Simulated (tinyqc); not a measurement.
Coupled-perturbed Hartree-Fock on RHF in the 3-21g basis, for H3+, spin multiplicity 1, step by step. Computed by tinyqc, a small Python program that keeps every step (integrals from PySCF). Settings: charge = 1, multiplicity = 1, basis = 3-21g, method = RHF, energy threshold = 1e-10, iteration cap = 81, orthogonalisation = symmetric, start = core, DIIS depth = 6. Command: `OMP_NUM_THREADS=1 python tinyqc.py 28904 28905 out.jsonl` (the two numbers bound the seeds that draw the settings). One thread of a shared host (Intel(R) Xeon(R) Processor @ 2.60GHz), about 0.1 s of CPU time with the checks. The early iterations of the SCF are left out here.

## One-electron integrals

Geometry (angstrom):
```
atom,x,y,z
H,0.000000,0.000000,0.000000
H,0.000000,0.000000,0.810000
H,0.000000,0.801000,-0.119000
```

Basis 3-21g: exponents (1/bohr^2) and contraction coefficients of normalised primitives:
```
element,l (shell),exponent,coefficient
H,s (1),5.447178,0.156285
H,s (1),0.824547,0.904691
H,s (2),0.183192,1.000000
```

Overlap, kinetic and nuclear-attraction integrals over the contracted functions; the nuclear repulsion is the sum of Za Zb / Rab.

nuclear repulsion = 1.73818312 hartree

overlap S:
```
,1H 1s,1H 2s,2H 1s,2H 2s,3H 1s,3H 2s
1H 1s,1.000000,0.645899,0.340910,0.453173,0.341091,0.453256
1H 2s,0.645899,1.000000,0.453173,0.806858,0.453256,0.806948
2H 1s,0.340910,0.453173,1.000000,0.645899,0.092669,0.286645
2H 2s,0.453173,0.806858,0.645899,1.000000,0.286645,0.611304
3H 1s,0.341091,0.453256,0.092669,0.286645,1.000000,0.645899
3H 2s,0.453256,0.806948,0.286645,0.611304,0.645899,1.000000
```

kinetic energy T (hartree):
```
,1H 1s,1H 2s,2H 1s,2H 2s,3H 1s,3H 2s
1H 1s,1.549405,0.293152,0.128605,0.156944,0.128828,0.156998
1H 2s,0.293152,0.274788,0.156944,0.189994,0.156998,0.190031
2H 1s,0.128605,0.156944,1.549405,0.293152,-0.063941,0.059509
2H 2s,0.156944,0.189994,0.293152,0.274788,0.059509,0.112864
3H 1s,0.128828,0.156998,-0.063941,0.059509,1.549405,0.293152
3H 2s,0.156998,0.190031,0.059509,0.112864,0.293152,0.274788
```

nuclear attraction V (hartree):
```
,1H 1s,1H 2s,2H 1s,2H 2s,3H 1s,3H 2s
1H 1s,-3.021873,-1.602846,-0.966877,-1.145751,-0.967471,-1.145972
1H 2s,-1.602846,-1.741292,-1.080473,-1.420019,-1.080728,-1.420181
2H 1s,-0.966877,-1.080473,-2.802710,-1.471090,-0.243962,-0.687503
2H 2s,-1.145751,-1.420019,-1.471090,-1.623148,-0.687539,-1.087838
3H 1s,-0.967471,-1.080728,-0.243962,-0.687539,-2.802871,-1.471178
3H 2s,-1.145972,-1.420181,-0.687503,-1.087838,-1.471178,-1.623210
```

core Hamiltonian H = T + V (hartree):
```
,1H 1s,1H 2s,2H 1s,2H 2s,3H 1s,3H 2s
1H 1s,-1.472469,-1.309695,-0.838272,-0.988807,-0.838642,-0.988974
1H 2s,-1.309695,-1.466504,-0.923529,-1.230025,-0.923731,-1.230149
2H 1s,-0.838272,-0.923529,-1.253306,-1.177938,-0.307903,-0.627994
2H 2s,-0.988807,-1.230025,-1.177938,-1.348360,-0.628030,-0.974974
3H 1s,-0.838642,-0.923731,-0.307903,-0.628030,-1.253467,-1.178027
3H 2s,-0.988974,-1.230149,-0.627994,-0.974974,-1.178027,-1.348422
```

## Two-electron integrals

Functions are numbered as in S; the eight-fold symmetry (ij|kl) = (ji|kl) = (kl|ij) leaves the list below.

Two-electron integrals (ij|kl) in chemists' order, unique and non-zero (hartree):
```
i,j,k,l,(ij|kl)
1,1,1,1,1.140145
2,1,1,1,0.611403
2,1,2,1,0.345152
2,2,1,1,0.626370
2,2,2,1,0.380329
2,2,2,2,0.482957
3,1,1,1,0.313965
3,1,2,1,0.179006
3,1,2,2,0.199561
3,1,3,1,0.121394
3,2,1,1,0.307373
3,2,2,1,0.186298
3,2,2,2,0.232424
3,2,3,1,0.133880
3,2,3,2,0.169281
3,3,1,1,0.629213
3,3,2,1,0.390122
3,3,2,2,0.503186
3,3,3,1,0.313965
3,3,3,2,0.421426
3,3,3,3,1.140145
4,1,1,1,0.421426
4,1,2,1,0.238867
4,1,2,2,0.264997
4,1,3,1,0.133880
4,1,3,2,0.142502
4,1,3,3,0.307373
4,1,4,1,0.169281
4,2,1,1,0.476499
4,2,2,1,0.291272
4,2,2,2,0.376177
4,2,3,1,0.170474
4,2,3,2,0.210328
4,2,3,3,0.476499
4,2,4,1,0.210328
4,2,4,2,0.314415
4,3,1,1,0.390122
4,3,2,1,0.240825
4,3,2,2,0.312731
4,3,3,1,0.179006
4,3,3,2,0.238867
4,3,3,3,0.611403
4,3,4,1,0.186298
4,3,4,2,0.291272
4,3,4,3,0.345152
4,4,1,1,0.503186
4,4,2,1,0.312731
4,4,2,2,0.421918
4,4,3,1,0.199561
4,4,3,2,0.264997
4,4,3,3,0.626370
4,4,4,1,0.232424
4,4,4,2,0.376177
4,4,4,3,0.380329
4,4,4,4,0.482957
5,1,1,1,0.314158
5,1,2,1,0.179113
5,1,2,2,0.199673
5,1,3,1,0.087827
5,1,3,2,0.091050
5,1,3,3,0.185383
5,1,4,1,0.122440
5,1,4,2,0.150125
5,1,4,3,0.116896
5,1,4,4,0.158366
5,1,5,1,0.121525
5,2,1,1,0.307472
5,2,2,1,0.186354
5,2,2,2,0.232482
5,2,3,1,0.091025
5,2,3,2,0.101762
5,2,3,3,0.210343
5,2,4,1,0.127676
5,2,4,2,0.175266
5,2,4,3,0.133654
5,2,4,4,0.188297
5,2,5,1,0.133980
5,2,5,2,0.169343
5,3,1,1,0.075572
5,3,2,1,0.044472
5,3,2,2,0.051985
5,3,3,1,0.027967
5,3,3,2,0.031561
5,3,3,3,0.070703
5,3,4,1,0.032785
5,3,4,2,0.043622
5,3,4,3,0.042092
5,3,4,4,0.050445
5,3,5,1,0.027980
5,3,5,2,0.031566
5,3,5,3,0.008772
5,4,1,1,0.195278
5,4,2,1,0.118259
5,4,2,2,0.147301
5,4,3,1,0.061248
5,4,3,2,0.069462
5,4,3,3,0.145772
5,4,4,1,0.082591
5,4,4,2,0.114578
5,4,4,3,0.091836
5,4,4,4,0.125995
5,4,5,1,0.084030
5,4,5,2,0.105593
5,4,5,3,0.021361
5,4,5,4,0.067440
5,5,1,1,0.629345
5,5,2,1,0.390192
5,5,2,2,0.503237
5,5,3,1,0.185308
5,5,3,2,0.210312
5,5,3,3,0.430541
5,5,4,1,0.266264
5,5,4,2,0.376505
5,5,4,3,0.276476
5,5,4,4,0.401562
5,5,5,1,0.314158
5,5,5,2,0.421506
5,5,5,3,0.070703
5,5,5,4,0.260595
5,5,5,5,1.140145
6,1,1,1,0.421506
6,1,2,1,0.238912
6,1,2,2,0.265047
6,1,3,1,0.122391
6,1,3,2,0.127662
6,1,3,3,0.266269
6,1,4,1,0.164807
6,1,4,2,0.202013
6,1,4,3,0.165000
6,1,4,4,0.216246
6,1,5,1,0.133980
6,1,5,2,0.142566
6,1,5,3,0.032790
6,1,5,4,0.090199
6,1,5,5,0.307472
6,1,6,1,0.169343
6,2,1,1,0.476565
6,2,2,1,0.291312
6,2,2,2,0.376226
6,2,3,1,0.150062
6,2,3,2,0.175247
6,2,3,3,0.376520
6,2,4,1,0.202003
6,2,4,2,0.290454
6,2,4,3,0.235628
6,2,4,4,0.324059
6,2,5,1,0.170583
6,2,5,2,0.210392
6,2,5,3,0.043626
6,2,5,4,0.132598
6,2,5,5,0.476565
6,2,6,1,0.210392
6,2,6,2,0.314484
6,3,1,1,0.195252
6,3,2,1,0.118246
6,3,2,2,0.147292
6,3,3,1,0.083983
6,3,3,2,0.105575
6,3,3,3,0.260595
6,3,4,1,0.090176
6,3,4,2,0.132582
6,3,4,3,0.148460
6,3,4,4,0.166123
6,3,5,1,0.061275
6,3,5,2,0.069472
6,3,5,3,0.021361
6,3,5,4,0.047646
6,3,5,5,0.145772
6,3,6,1,0.082596
6,3,6,2,0.114584
6,3,6,3,0.067440
6,4,1,1,0.346914
6,4,2,1,0.212986
6,4,2,2,0.278169
6,4,3,1,0.121912
6,4,3,2,0.149971
6,4,3,3,0.335945
6,4,4,1,0.152886
6,4,4,2,0.229963
6,4,4,3,0.206956
6,4,4,4,0.272704
6,4,5,1,0.121973
6,4,5,2,0.149996
6,4,5,3,0.034987
6,4,5,4,0.097902
6,4,5,5,0.335945
6,4,6,1,0.152912
6,4,6,2,0.229984
6,4,6,3,0.097902
6,4,6,4,0.180477
6,5,1,1,0.390192
6,5,2,1,0.240862
6,5,2,2,0.312760
6,5,3,1,0.116847
6,5,3,2,0.133634
6,5,3,3,0.276476
6,5,4,1,0.164994
6,5,4,2,0.235617
6,5,4,3,0.176698
6,5,4,4,0.254264
6,5,5,1,0.179113
6,5,5,2,0.238912
6,5,5,3,0.042092
6,5,5,4,0.148460
6,5,5,5,0.611403
6,5,6,1,0.186354
6,5,6,2,0.291312
6,5,6,3,0.091836
6,5,6,4,0.206956
6,5,6,5,0.345152
6,6,1,1,0.503237
6,6,2,1,0.312760
6,6,2,2,0.421946
6,6,3,1,0.158293
6,6,3,2,0.188268
6,6,3,3,0.401562
6,6,4,1,0.216226
6,6,4,2,0.324038
6,6,4,3,0.254264
6,6,4,4,0.362124
6,6,5,1,0.199673
6,6,5,2,0.265047
6,6,5,3,0.050445
6,6,5,4,0.166123
6,6,5,5,0.626370
6,6,6,1,0.232482
6,6,6,2,0.376226
6,6,6,3,0.125995
6,6,6,4,0.272704
6,6,6,5,0.380329
6,6,6,6,0.482957
```

## Orthogonalisation

S = U s U^T; symmetric (Loewdin) form X = U s^(-1/2) U^T, so that X^T S X = 1.

eigenvalues of S: 0.087324  0.204946  0.462367  0.623497  1.091081  3.530784

X:
```
,1H 1s,1H 2s,2H 1s,2H 2s,3H 1s,3H 2s
1H 1s,1.273434,-0.512569,-0.113472,0.054854,-0.113593,0.054894
1H 2s,-0.512569,2.380155,0.008813,-0.810950,0.008850,-0.811253
2H 1s,-0.113472,0.008813,1.258359,-0.481378,0.041497,0.026026
2H 2s,0.054854,-0.810950,-0.481378,1.824472,0.026030,-0.124790
3H 1s,-0.113593,0.008850,0.041497,0.026030,1.258392,-0.481383
3H 2s,0.054894,-0.811253,0.026026,-0.124790,-0.481383,1.824738
```

## Iteration 6 (converged): orbitals

converged F (hartree):
```
,1H 1s,1H 2s,2H 1s,2H 2s,3H 1s,3H 2s
1H 1s,-0.496633,-0.883480,-0.665616,-0.741605,-0.665808,-0.741703
1H 2s,-0.883480,-0.851849,-0.676213,-0.758878,-0.676351,-0.758935
2H 1s,-0.665616,-0.676213,-0.308006,-0.724733,-0.371558,-0.522247
2H 2s,-0.741605,-0.758878,-0.724733,-0.724943,-0.522292,-0.647238
3H 1s,-0.665808,-0.676351,-0.371558,-0.522292,-0.308124,-0.724829
3H 2s,-0.741703,-0.758935,-0.522247,-0.647238,-0.724829,-0.724999
```

Diagonalise F' = X^T F X, C = X C', fill 1 alpha and 1 beta electrons from the bottom; D = 2 C_occ C_occ^T. Each column has its largest component positive (the first on a tie).

F' = X^T F X (hartree):
```
,1,2,3,4,5,6
1,0.235110,-0.630162,-0.410157,-0.111950,-0.410370,-0.111939
2,-0.630162,0.011727,-0.122747,-0.178973,-0.122741,-0.178996
3,-0.410157,-0.122747,0.289412,-0.590986,-0.034659,-0.096148
4,-0.111950,-0.178973,-0.590986,-0.022125,-0.096151,-0.143687
5,-0.410370,-0.122741,-0.034659,-0.096151,0.289450,-0.591010
6,-0.111939,-0.178996,-0.096148,-0.143687,-0.591010,-0.022100
```

orbital energies (hartree): MO1 -1.163030, MO2 -0.282269, MO3 -0.089568, MO4 0.497573, MO5 0.727933, MO6 1.090835

coefficients C:
```
,MO1,MO2,MO3,MO4,MO5,MO6
1H 1s,0.339058,-0.000077,0.215237,-0.767228,0.000040,-1.079925
1H 2s,0.208050,-0.000187,1.942508,1.078220,-0.000134,1.504862
2H 1s,0.248304,0.266100,-0.067785,-0.561579,-0.893806,0.761069
2H 2s,0.150935,0.841259,-1.144480,0.207698,1.149790,-0.912049
3H 1s,0.248350,-0.266044,-0.067863,-0.561842,0.893185,0.761678
3H 2s,0.150940,-0.840908,-1.145259,0.208121,-1.149236,-0.912803
```

D after iteration 6:
```
,1H 1s,1H 2s,2H 1s,2H 2s,3H 1s,3H 2s
1H 1s,0.229921,0.141082,0.168379,0.102351,0.168410,0.102355
1H 2s,0.141082,0.086569,0.103319,0.062804,0.103338,0.062806
2H 1s,0.168379,0.103319,0.123310,0.074955,0.123333,0.074958
2H 2s,0.102351,0.062804,0.074955,0.045562,0.074969,0.045564
3H 1s,0.168410,0.103338,0.123333,0.074969,0.123356,0.074972
3H 2s,0.102355,0.062806,0.074958,0.045564,0.074972,0.045566
```

## Convergence

Stop when the energy changes by less than 1e-10 hartree and every element of the error matrix X^T (F D S - S D F) X is below 3e-06.

Course of the cycle:
```
iteration,E (hartree),change,largest element of the error matrix
1,-1.20338252,-,1.84e-01
2,-1.24102196,-3.76e-02,2.12e-02
3,-1.24176280,-7.41e-04,7.63e-04
4,-1.24176411,-1.32e-06,3.19e-05
5,-1.24176412,-1.99e-09,3.21e-06
6,-1.24176412,-2.33e-11,3.20e-10
```

PySCF RHF in the same basis = -1.24176412 hartree

Converged in 6 iterations.

## Integrals over molecular orbitals

(pq|rs) = sum C_ip C_jq C_kr C_ls (ij|kl), one index at a time.

one-electron integrals over orbitals h = C^T H C (hartree):
```
,1,2,3,4,5,6
1,-1.816918,0.000041,-0.049863,0.136772,-0.000004,0.035224
2,0.000041,-1.154504,-0.000012,-0.000051,0.217672,0.000021
3,-0.049863,-0.000012,-0.910004,0.018537,-0.000003,0.211726
4,0.136772,-0.000051,0.018537,-0.427053,0.000038,-0.050949
5,-0.000004,0.217672,-0.000003,0.000038,-0.237010,-0.000022
6,0.035224,0.000021,0.211726,-0.050949,-0.000022,-0.058635
```

Two-electron integrals over orbitals (pq|rs), unique and non-zero (hartree):
```
p,q,r,s,(pq|rs)
1,1,1,1,0.653888
2,1,1,1,-0.000041
2,1,2,1,0.115775
2,2,1,1,0.494005
2,2,2,1,0.000042
2,2,2,2,0.469464
3,1,1,1,0.049863
3,1,2,1,2.58e-06
3,1,2,2,-0.020859
3,1,3,1,0.072774
3,2,1,1,0.000007
3,2,2,1,-0.055787
3,2,2,2,-0.000020
3,2,3,1,-0.000019
3,2,3,2,0.050137
3,3,1,1,0.446605
3,3,2,1,-0.000036
3,3,2,2,0.379327
3,3,3,1,0.029321
3,3,3,2,0.000019
3,3,3,3,0.391026
4,1,1,1,-0.136772
4,1,2,1,0.000026
4,1,2,2,-0.070023
4,1,3,1,-0.016830
4,1,3,2,-3.40e-06
4,1,3,3,-0.043715
4,1,4,1,0.076557
4,2,1,1,0.000038
4,2,2,1,-0.012372
4,2,2,2,0.000015
4,2,3,1,3.15e-06
4,2,3,2,-0.000794
4,2,3,3,0.000010
4,2,4,1,-0.000026
4,2,4,2,0.026852
4,3,1,1,-0.017684
4,3,2,1,4.77e-06
4,3,2,2,-0.014092
4,3,3,1,0.018080
4,3,3,2,-0.000008
4,3,3,3,0.000039
4,3,4,1,0.018915
4,3,4,2,1.20e-06
4,3,4,3,0.040713
4,4,1,1,0.500591
4,4,2,1,-0.000055
4,4,2,2,0.397849
4,4,3,1,0.046551
4,4,3,2,0.000016
4,4,3,3,0.386434
4,4,4,1,-0.072916
4,4,4,2,0.000022
4,4,4,3,0.005676
4,4,4,4,0.431175
5,1,1,1,3.68e-06
5,1,2,1,-0.075642
5,1,2,2,-0.000041
5,1,3,1,-2.93e-06
5,1,3,2,0.028856
5,1,3,3,0.000010
5,1,4,1,-0.000013
5,1,4,2,0.033723
5,1,4,3,1.85e-06
5,1,4,4,0.000021
5,1,5,1,0.077170
5,2,1,1,-0.146657
5,2,2,1,-0.000028
5,2,2,2,-0.105745
5,2,3,1,0.009120
5,2,3,2,0.000006
5,2,3,3,-0.054719
5,2,4,1,0.064052
5,2,4,2,2.00e-06
5,2,4,3,-0.000183
5,2,4,4,-0.081649
5,2,5,1,0.000049
5,2,5,2,0.098287
5,3,1,1,-8.17e-08
5,3,2,1,0.010228
5,3,2,2,-1.48e-06
5,3,3,1,0.000009
5,3,3,2,0.005098
5,3,3,3,0.000006
5,3,4,1,0.000005
5,3,4,2,-0.013248
5,3,4,3,-1.68e-06
5,3,4,4,2.70e-06
5,3,5,1,-0.020145
5,3,5,2,-0.000010
5,3,5,3,0.016980
5,4,1,1,-0.000025
5,4,2,1,0.091098
5,4,2,2,0.000031
5,4,3,1,0.000009
5,4,3,2,-0.042849
5,4,3,3,-0.000023
5,4,4,1,0.000021
5,4,4,2,-0.010367
5,4,4,3,0.000006
5,4,4,4,-0.000041
5,4,5,1,-0.062638
5,4,5,2,-0.000024
5,4,5,3,0.008321
5,4,5,4,0.081811
5,5,1,1,0.521057
5,5,2,1,0.000094
5,5,2,2,0.475682
5,5,3,1,-0.021730
5,5,3,2,-0.000041
5,5,3,3,0.376118
5,5,4,1,-0.096802
5,5,4,2,2.61e-06
5,5,4,3,-0.010384
5,5,4,4,0.414019
5,5,5,1,-0.000097
5,5,5,2,-0.141033
5,5,5,3,0.000008
5,5,5,4,0.000082
5,5,5,5,0.520795
6,1,1,1,-0.035224
6,1,2,1,-0.000010
6,1,2,2,0.043115
6,1,3,1,-0.066491
6,1,3,2,0.000024
6,1,3,3,-0.025178
6,1,4,1,0.019658
6,1,4,2,3.74e-06
6,1,4,3,0.017625
6,1,4,4,-0.028598
6,1,5,1,0.000008
6,1,5,2,-0.037568
6,1,5,3,-0.000013
6,1,5,4,-0.000015
6,1,5,5,0.059147
6,1,6,1,0.107480
6,2,1,1,-0.000016
6,2,2,1,0.070731
6,2,2,2,0.000012
6,2,3,1,0.000026
6,2,3,2,-0.031216
6,2,3,3,-0.000012
6,2,4,1,0.000014
6,2,4,2,-0.022468
6,2,4,3,-3.54e-06
6,2,4,4,-0.000021
6,2,5,1,-0.062120
6,2,5,2,-0.000018
6,2,5,3,0.020441
6,2,5,4,0.057671
6,2,5,5,0.000049
6,2,6,1,-0.000044
6,2,6,2,0.062449
6,3,1,1,-0.139108
6,3,2,1,0.000031
6,3,2,2,-0.070785
6,3,3,1,-0.034440
6,3,3,2,-4.56e-06
6,3,3,3,-0.059687
6,3,4,1,0.059015
6,3,4,2,-0.000021
6,3,4,3,0.008725
6,3,4,4,-0.082791
6,3,5,1,-0.000016
6,3,5,2,0.050416
6,3,5,3,4.47e-06
6,3,5,4,0.000021
6,3,5,5,-0.081711
6,3,6,1,0.033675
6,3,6,2,0.000014
6,3,6,3,0.068132
6,4,1,1,0.035304
6,4,2,1,0.000018
6,4,2,2,-0.033188
6,4,3,1,0.065487
6,4,3,2,-0.000027
6,4,3,3,0.022937
6,4,4,1,-0.015823
6,4,4,2,-2.74e-06
6,4,4,3,0.004182
6,4,4,4,0.037562
6,4,5,1,-0.000014
6,4,5,2,0.026668
6,4,5,3,0.000012
6,4,5,4,0.000024
6,4,5,5,-0.048427
6,4,6,1,-0.084152
6,4,6,2,0.000043
6,4,6,3,-0.030478
6,4,6,4,0.083102
6,5,1,1,0.000015
6,5,2,1,-0.102823
6,5,2,2,-0.000040
6,5,3,1,-0.000021
6,5,3,2,0.057902
6,5,3,3,0.000022
6,5,4,1,-0.000016
6,5,4,2,0.026075
6,5,4,3,1.29e-06
6,5,4,4,0.000034
6,5,5,1,0.084072
6,5,5,2,0.000035
6,5,5,3,-0.014387
6,5,5,4,-0.089104
6,5,5,5,-0.000101
6,5,6,1,0.000038
6,5,6,2,-0.077548
6,5,6,3,-0.000017
6,5,6,4,-0.000044
6,5,6,5,0.118926
6,6,1,1,0.628475
6,6,2,1,-0.000091
6,6,2,2,0.477134
6,6,3,1,0.058048
6,6,3,2,0.000033
6,6,3,3,0.442319
6,6,4,1,-0.144720
6,6,4,2,0.000052
6,6,4,3,-0.022270
6,6,4,4,0.491780
6,6,5,1,0.000045
6,6,5,2,-0.143417
6,6,5,3,-0.000006
6,6,5,4,-0.000068
6,6,5,5,0.510786
6,6,6,1,-0.051563
6,6,6,2,-0.000050
6,6,6,3,-0.149340
6,6,6,4,0.048585
6,6,6,5,0.000069
6,6,6,6,0.652846
```

## Response to a field: uncoupled start

dipole integrals <a|z|i> (bohr):
```
,i1
a2,0.793071
a3,-0.518263
a4,-0.080643
a5,-0.040816
a6,0.072496
```

Field along z; U_ai = -mu_ai / (e_a - e_i), alpha = -4 sum U_ai mu_ai.

uncoupled U:
```
,i1
a2,-0.900439
a3,0.482796
a4,0.048562
a5,0.021585
a6,-0.032165
```

uncoupled polarisability = 3.885825 bohr^3

## Coupled step 1

U_ai = -(mu_ai + sum_bj [4 (ai|bj) - (ab|ij) - (aj|bi)] U_bj) / (e_a - e_i); alpha = -4 sum U_ai mu_ai.

U after step 1:
```
,i1
a2,-1.048431
a3,0.585144
a4,0.066503
a5,-0.013330
a6,-0.024118
```

polarisability = 4.565221 bohr^3

## Coupled step 2

As before.

U after step 2:
```
,i1
a2,-1.076259
a3,0.607909
a4,0.071341
a5,-0.024958
a6,-0.020473
```

polarisability = 4.699302 bohr^3

## Coupled polarisability

Repeat until U stops changing; compare with -d2E/dF2.

Course of the coupled iterations:
```
step,alpha (bohr^3)
0,3.885825
1,4.565221
2,4.699302
3,4.727728
4,4.733979
5,4.735379
6,4.735695
7,4.735766
8,4.735782
9,4.735786
10,4.735787
11,4.735787
12,4.735787
13,4.735787
```

coupled polarisability = 4.735787 bohr^3

finite-field check, fields of +/-0.001 au = 4.735785 bohr^3
